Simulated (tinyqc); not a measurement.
# Band bending at a free surface with one surface level, surface photovoltage and Kelvin probe: two studies

n-type bulk, xi = Ec - EF = Vt ln(Nc/Nd), p0 = ni^2/Nd, ni = sqrt(Nc Nv) exp(-Eg/(2 Vt)), Eg in volts. b is the upward band bending, u = b/Vt. Space charge per area, in units of q: Qc = sign(b) sqrt((2 eps0 eps_r Vt/q) [(Nd + dn)(exp(-u) - 1) + Nd u + (p0 + dn)(exp(u) - 1)]), with dn the excess density under light (flat quasi-Fermi levels; 0 in the dark). The level holds -Ns f, f = 1/(1 + exp((xi + b - Es)/Vt)). Neutrality: Qc + Qf + (charge of the states) = 0.

Inputs (values chosen for the exercise); band and dielectric values close to those of silicon:

| symbol | value | unit | meaning |
|---|---|---|---|
| T | 300 | K | temperature |
| Eg | 1.13 | eV | band gap |
| eps_r | 11.5 |  | relative permittivity |
| Nc | 2.81e19 | cm^-3 | conduction-band density of states at T |
| Nv | 2.6e19 | cm^-3 | valence-band density of states at T |
| Nd | 3.7e17 | cm^-3 | donor density |
| Qf | 0 | cm^-2 | fixed positive charge at the surface |
| Ns | 8.5e11 | cm^-2 | density of an acceptor-like surface level |
| Es | 0.26 | eV | its depth below the conduction edge |

Constants: q = 1.602176634e-19 C, kB = 1.380649e-23 J/K, Vt = kB T/q, eps0 = 8.8541878128e-14 F/cm where lengths are in cm. Results are converted to the units shown.

Each table varies one quantity; the others keep the values above.

## Pinning by the surface states

b solves the neutrality condition in the dark.

Pinning by the surface states:
```
Ns (cm^-2)     b (V)  xi + b (eV)  Qc (cm^-2)
2.4e10      0.002549       0.1145    2.391e10
6.7e10      0.007325       0.1193    6.671e10
1.8e11       0.02130       0.1332    1.787e11
5.1e11       0.07389       0.1858    4.826e11
1.4e12        0.1446       0.2565    7.475e11
3.9e12        0.1809       0.2929    8.541e11
1.1e13        0.2097       0.3216    9.297e11
2.9e13        0.2345       0.3464    9.905e11
8.1e13        0.2601       0.3720    1.050e12
```

b rises from 0.00255 to 0.260 V. The level is over 95 % full (Qc near Ns - Qf) in the 3 rows with xi + b more than 3 Vt short of Es = 0.26 eV. Beyond that it empties, and between the last two rows b gains only 57.4 mV a decade.

## Photovoltage against injection

Same model as above.

Under chopped light the surface charge keeps its dark value, so b falls to bL with Qc(bL, dn) = Qc(b, 0); the photovoltage is b - bL.

Result of one run:
```
dn (cm^-3)  bL (V)  photovoltage (mV)  share of b removed (%)
4.2e14      0.1143              2.415                   2.069
```

What becomes of these results when the excess carrier density under light dn is changed from 4.2e14 to 3.7e17 cm^-3, all else the same?

Result of the changed run:
```
dn (cm^-3)   bL (V)  photovoltage (mV)  share of b removed (%)
3.7e17      0.03928              77.48                   66.36
```

The whole series:
```
dn (cm^-3)   bL (V)  photovoltage (mV)  share of b removed (%)
5.1e8        0.1168           3.225e-6                2.762e-6
5e9          0.1168           3.162e-5                2.708e-5
4.8e10       0.1168           3.035e-4                2.600e-4
4.6e11       0.1168           0.002909                0.002491
4.5e12       0.1167            0.02843                 0.02435
4.3e13       0.1165             0.2691                  0.2304
4.2e14       0.1143              2.415                   2.069
4e15         0.1024              14.34                   12.28
3.9e16      0.07370              43.06                   36.88
3.7e17      0.03928              77.48                   66.36
3.6e18      0.01504              101.7                   87.12
```

The photovoltage rises from 3.23e-6 to 102 mV, towards the full b = 117 mV. Its steepest rise is 35.2 mV a decade (Vt ln 10 = 59.5 mV), and it reaches 87.1 % of b in the last row: even strong light does not flatten the bands fully, so a saturation reading understates b. For dn = 3.6e18 the injection is high, and a Dember voltage, left out here, adds to the signal.

Program tinyqc, `OMP_NUM_THREADS=1 python tinyqc.py 2430117 2430118 out.jsonl`; Intel Xeon 2.30GHz, shared host, one thread, about 0.01 s.
